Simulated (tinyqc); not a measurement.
Worked calculation: plane-wave Kohn-Sham cycle with exchange-only LDA in a layered model solid. One step of it, computed by the program tinyqc.

Problem. Iteration 1: Hamiltonian at one k. H(m,m') = (k + G_m)^2/2 delta + V(G_m - G_m'), with V(-G) = V(G).

A solid whose potential varies along x alone (atomic units):
```
parameter                      value
period a                    5.900000
cross-section of the cell  37.000000
electrons per cell                 2
grid points                       16
plane waves -n..n, n               2
k points                           1
V1 in V1 cos(2 pi x/a)     -0.150000
```

V(G_m), m = 0, 1, 2, ... (hartree): [-0.206055, -0.075000, 0.000000, 0.000000, 0.000000]

k = 0.000000 2 pi / a

Give: H.

Solution.

H (hartree), order -2, -1, +0, +1, +2:
$$\begin{pmatrix}
2.0622 & -0.0750 & 0.0000 & 0.0000 & 0.0000 \\
-0.0750 & 0.3610 & -0.0750 & 0.0000 & 0.0000 \\
0.0000 & -0.0750 & -0.2061 & -0.0750 & 0.0000 \\
0.0000 & 0.0000 & -0.0750 & 0.3610 & -0.0750 \\
0.0000 & 0.0000 & 0.0000 & -0.0750 & 2.0622
\end{pmatrix}$$
